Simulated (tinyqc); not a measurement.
Worked calculation: electron-beam lithography: double-Gaussian proximity function, edge placement and dose correction for parallel lines. Computed by tinyqc, a small Python program that keeps every step. Command: `OMP_NUM_THREADS=1 python tinyqc.py 3111426 3111427 out.jsonl proximity walk`. One thread of a shared host (Intel(R) Xeon(R) Processor @ 2.30GHz), about 0.01 s of CPU time with the checks. Intermediate numbers are printed to about 7 digits and carried at full precision; extremes and crossings named in words are read from the listed rows.

Lines are infinitely long. Absorbed energy is counted so that the middle of a very large area written at dose 1 receives 1; the resist develops where it exceeds 1/2.

Inputs (values chosen for the exercise, of the order of those for 50 keV electrons in resist on silicon):
```
quantity                               value               unit
forward range alpha                   0.0099         micrometre
backscatter range beta                   8.7         micrometre
backscatter ratio eta                   0.49                  -
base dose D0                              85  microcoulomb/cm^2
beam current                              17                 nA
pixel size                                 4                 nm
width of the test line                  0.13         micrometre
pattern density around the test line    0.46                  -
```

line widths (micrometre): 0.046  0.094  0.093  7.7

gaps between the lines (micrometre): 2.1  0.18  0.06

Constants: e = 1.602176634e-19 C.

## Layout

The first line starts at x = 0; each next one starts after the width and the gap.

Lines (micrometre):
```
line  left edge  right edge  centre
1         0.000       0.046  0.0230
2         2.146       2.240  2.1930
3         2.420       2.513  2.4665
4         2.573      10.273  6.4230
```

## Interaction matrix

f(r) = [exp(-r^2/alpha^2)/alpha^2 + eta exp(-r^2/beta^2)/beta^2]/(pi (1 + eta)). A line from a to b at dose d gives E(x) = d [S(alpha) + eta S(beta)]/(1 + eta), S(s) = [erf((b - x)/s) - erf((a - x)/s)]/2. M_ij is the mean of E at the two edges of line i from line j at dose 1.

M:
```
           1          2          3          4
1  0.3365515  0.0018837  0.0018329  0.0958329
2  0.0009218  0.3375751  0.0019813  0.1252454
3  0.0009066  0.0020026  0.3375537  0.1285386
4  0.0005725  0.0014235  0.0014348  0.4653557
```

## Dose correction

Uncorrected edge energies are M 1. Solve M d = 1/2 for the doses d that put the mean edge energy of every line at the threshold.

edge energies at dose 1: 1 0.4361010, 2 0.4657236, 3 0.4690015, 4 0.4687866

corrected doses: 1 1.170165, 2 1.076041, 3 1.065629, 4 1.066430

largest over smallest dose = 1.098099

Line 1 needs the most and line 3 the least; a narrow isolated line much wider than alpha would need 1 + eta = 1.49.

## Printed widths

Edges are the roots of E(x) = 1/2 between a line centre and the middle of the next gap. Three cases: dose 1 everywhere; one common dose equal to the mean of d; the corrected doses.

Width error, printed less drawn (nm):
```
line  drawn width (nm)     dose 1  mean dose  corrected
1                   46  -3.373702  -1.083551   5.00e-06
2                   94  -1.797261   0.466613   9.00e-06
3                   93  -1.624570   0.638151   9.00e-06
4                 7700  -1.635411   0.626711   1.00e-06
```

With the common mean dose the errors span 1.7 nm. With corrected doses the largest error is below 0.01 nm.

## Dose to size and latitude

A test line of width w << beta in surroundings of density rho, all at dose d: near its edge E(x) = d [S + eta rho]/(1 + eta), S = [erf((b - x)/alpha) - erf((a - x)/alpha)]/2 for edges a and b, the second term being the background energy. Dose to size d_s = (1 + eta)/(erf(w/alpha) + 2 eta rho), dose = d_s D0; edge slope d [1 - exp(-w^2/alpha^2)]/(sqrt(pi) alpha (1 + eta)); width change per 1 % of dose = 2 x 0.01 x (1/2)/slope.

dose to size d_s = 1.027020

dose = 87.29666 microcoulomb/cm^2

edge slope = 0.03928098 1/nm

width change per 1 % of dose = 0.2545761 nm

background energy = 0.1553626

The background supplies 31 % of the threshold.

## Shot noise and writing time

With dose = d_s D0: electrons per pixel N = dose x pixel area/e; relative noise 1/sqrt(N); time per cm^2 of pattern area = dose x density/current; pixel rate = current/(dose x pixel area).

electrons per pixel = 87.17807

shot noise = 10.71017 %

writing time per cm^2 = 0.6561514 h

pixel rate = 1217.114 MHz

Checks made by the program: corrected edge energies (relative difference below 1e-10).
